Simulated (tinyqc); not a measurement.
Nanowire ballistic transistor, top-of-the-barrier model: two steps of the calculation.

At the top of the source barrier, states moving towards the drain are filled by the source (Fermi level 0) and states moving back by the drain (Fermi level -q Vd); nothing scatters. U is the shift of the band edge there, set by the capacitances CG, CD and CS (the total) and by the charge. Parabolic one-dimensional subband; the source is grounded.

Parameters, values chosen for the exercise; mass and valleys close to those of gallium arsenide:
- T = 250 K (temperature)
- m = 0.065 m0 (effective mass)
- gv = 1 (valley degeneracy)
- eox = 16 (relative permittivity of the gate insulator)
- tox = 2.9 nm (insulator thickness)
- d = 4 nm (wire diameter)
- aG = 0.75 (gate control CG/CS)
- E0 = 0.28 eV (band edge at the barrier top above the source Fermi level at zero bias)
- Vd = 0.5 V (drain voltage)

Constants: q = 1.602176634e-19 C, kB = 1.380649e-23 J/K, hbar = 1.054571817e-34 J s, h = 6.62607015e-34 J s, m0 = 9.1093837015e-31 kg, Vt = kB T/q, eps0 = 8.8541878128e-14 F/cm where lengths are in cm. Results are converted to the units shown.

Problem 1. Self-consistent potential at the barrier top. eta1 = -(E0 + U)/Vt, eta2 = eta1 - Vd/Vt, n = (N0/2)[F_(-1/2)(eta1) + F_(-1/2)(eta2)], F_(-1/2)(x) = (1/sqrt(pi)) int_0^infinity u^(-1/2)/(1 + exp(u - x)) du. U(out) = UL + q (n - n0)/CS. U(new) = U(out).

U after iteration 1 = -0.37593597 eV
N0 = 1.0816250e6 cm^-1
CS = 13.244533 pF/cm
n0 = 2.4520225 cm^-1
UL = -0.3925 eV

Give: eta1; eta2; n; U(out); U after iteration 2.

Solution 1.

eta1 = 4.453
eta2 = -18.76
n = 1.255e6 cm^-1
U(out) = -0.3773 eV
U after iteration 2 = -0.3773 eV

Problem 2. Current, mean velocity and share of the gate voltage. N0 = gv sqrt(2 m kB T/pi)/hbar, CG = 2 pi eps0 eox/ln(1 + 2 tox/d), CS = CG/aG, n0 = n at U = 0 and Vd = 0. I = gv (2 q^2/h) Vt [ln(1 + exp eta1) - ln(1 + exp eta2)]. Mean velocity I/(q n). CQ = (q/Vt) dn/d(eta1); the band edge follows the gate as -dU/dVg = aG/(1 + CQ/CS).

converged U = -0.37720632 eV

Give: eta1; n; I; mean velocity; CQ; -dU/dVg.

Solution 2.

eta1 = 4.5121
n = 1.2643e6 cm^-1
I = 7.5499 uA
mean velocity = 3.7273e7 cm/s
CQ = 1.1508 pF/cm
-dU/dVg = 0.69004 eV/V

The carriers from the source are degenerate (eta1 = 4.51), and the mean velocity is 1.93 times vT = sqrt(2 kB T/(pi m)) = 1.93e7 cm/s.

Program tinyqc, `OMP_NUM_THREADS=1 python tinyqc.py 2400023 2400024 out.jsonl`; Intel Xeon 2.30GHz, shared host, one thread, about 0.03 s.
